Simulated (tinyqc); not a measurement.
Offset from the accumulated charge.

Inverse problem. Layer 1 (x < 0) accumulates electrons and layer 2 (x > 0) is depleted. Boltzmann statistics. Sheet densities from the first integral: Q1 = sqrt((2 eps0 eps_r Vt N1/q)(exp(u1) - u1 - 1)) extra electrons, Q2 = sqrt((2 eps0 eps_r Vt N2/q)(exp(-u2) + u2 - 1)) missing ones, u = V/Vt; neutrality Q1 = Q2 + si. V1 + V2 = dE + Vt ln[(N2/Nc2)/(N1/Nc1)]. Find V1, V2 and dE.

Parameters, values chosen for the exercise; values of the order of III-V alloys:
- T = 300 K (temperature)
- eps_r = 12.1 (relative permittivity of both layers)
- Nc1 = 3.8e17 cm^-3 (density of states of the narrow-gap layer 1)
- Nc2 = 1.4e18 cm^-3 (density of states of the wide-gap layer 2)
- N1 = 9.9e15 cm^-3 (donor density in layer 1)
- N2 = 2.5e16 cm^-3 (donor density in layer 2)
- si = -1.3e10 cm^-2 (fixed charge at the interface)

Constants: q = 1.602176634e-19 C, kB = 1.380649e-23 J/K, Vt = kB T/q, eps0 = 8.8541878128e-14 F/cm where lengths are in cm. Results are converted to the units shown.

Q1 = 1.5492367e11 cm^-2

Solution. Each sheet density rises steadily with its bending, so Q1 fixes V1 and Q2 = Q1 - si fixes V2.

V1 = 0.06041 V
V2 = 0.1098 V
dE = 0.1800 eV

Numbers from tinyqc (`OMP_NUM_THREADS=1 python tinyqc.py 2410035 2410036 out.jsonl`; about 0.08 s on one thread of a shared Intel Xeon 2.30GHz).
